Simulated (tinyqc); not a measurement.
# Worked calculation: p-type polysilicon, carrier trapping at grain boundaries

Numbers from tinyqc (`OMP_NUM_THREADS=1 python tinyqc.py 2830184 2830185 out.jsonl`; about 0.01 s on one thread of a shared Intel Xeon 2.30GHz). Printed values are rounded.

One-dimensional grains of size Lg, uniform ionised doping N, monovalent traps Qt at each boundary at a depth Et below (for electrons) or above (for holes) the band edge there, abrupt depletion of width W on each side of a boundary, Boltzmann statistics. xi is the distance from the band edge at the grain centre to the Fermi level. Trapped charge Qt/(1 + exp((xi + VB - Et)/Vt)) = 2 N W, barrier VB = q N W^2/(2 eps0 eps_r).

Parameters, values chosen for the exercise; values of the order met in polycrystalline silicon:

| symbol | value | unit | meaning |
|---|---|---|---|
| T | 350 | K | temperature |
| eps_r | 11.7 |  | relative permittivity |
| NB | 3.34e19 | cm^-3 | valence-band density of states at T |
| Lg | 80 | nm | grain size |
| Qt | 7.4e11 | cm^-2 | trap density of a grain boundary |
| Et | 0.41 | eV | depth of the trap level from the majority band edge at the boundary |
| ms | 0.48 | m0 | mass for thermionic emission |
| fe | 1 |  | correction factor of the emission rate |
| mug | 150 | cm^2/(V s) | mobility inside the grains |
| N | 5.3e17 | cm^-3 | doping |

Constants: q = 1.602176634e-19 C, kB = 1.380649e-23 J/K, m0 = 9.1093837015e-31 kg, Vt = kB T/q, eps0 = 8.8541878128e-14 F/cm where lengths are in cm. Results are converted to the units shown.

Range of the model: VB is below Vt, where abrupt depletion and thermionic emission are rough.

## Starting value

W = 5.6 nm.

W at the start = 5.6 nm

## Iteration 1: new W

Partly depleted grain, xi = Vt ln(NB/N): f = 1/(1 + exp((xi + VB - Et)/Vt)), g = Qt f - 2 N W, g' = -2 Qt f (1 - f) VB/(W Vt) - 2 N, W(new) = W - g/g'.

VB = 0.0128528 V
f = 0.999880
g = 1.46311e11 cm^-2
g' = -1.06014e11 cm^-2/nm
W after iteration 1 = 6.98011 nm

## Iteration 2: new W

As before.

VB = 0.0199686 V
f = 0.999848
g = -4.99283e6 cm^-2
g' = -1.06021e11 cm^-2/nm
W after iteration 2 = 6.98007 nm

## Course of the iteration

Stop when the step is below 1e-10 nm, or after 40 iterations.

Course of the iteration:
```
iteration  W before the step (nm)  step (nm)
1                             5.6       1.38
2                         6.98011   -4.71e-5
3                         6.98007    < 1e-12
```

Converged in 3 iterations.

## Depletion width, Fermi level and barrier

If the trap equation with xi = Vt ln(NB/N) has a root W < Lg/2, the grain is partly depleted; otherwise W = Lg/2 and the trap equation gives xi = Et - VB + Vt ln(Qt/(N Lg) - 1). N* = Qt/Lg.

N* = 9.25e16 cm^-3
W = 6.98007 nm
xi = 0.124969 V
VB = 0.0199683 V
share of traps filled = 0.999848

N is 5.73 N*, and the grain is partly depleted; VB = 0.662 Vt.

## Resistivity and effective mobility

n0 = NB exp(-xi/Vt); mean density n0 (1 - 2 W/Lg) by charge balance in a partly depleted grain, and n0 (sqrt(pi)/2) erf(u)/u with u = sqrt(VB/Vt) in a fully depleted one; v = sqrt(kB T/(2 pi ms m0)); barrier resistivity Vt exp(VB/Vt)/(q fe n0 v Lg); grain resistivity (1 - 2 W/Lg)/(q n0 mug); effective mobility 1/(q mean density total resistivity).

n0 = 5.3e17 cm^-3
mean density = 4.37514e17 cm^-3
v = 4.19392e6 cm/s
barrier resistivity = 0.0205246 ohm cm
grain resistivity = 0.0648095 ohm cm
resistivity = 0.0853341 ohm cm
effective mobility = 167.176 cm^2/(V s)

The resistivity is 1.09 times that of a single crystal with the same N and mobility mug, and the mean density is 82.5 % of N. The effective mobility exceeds mug only because drift through the depleted grain is left out.
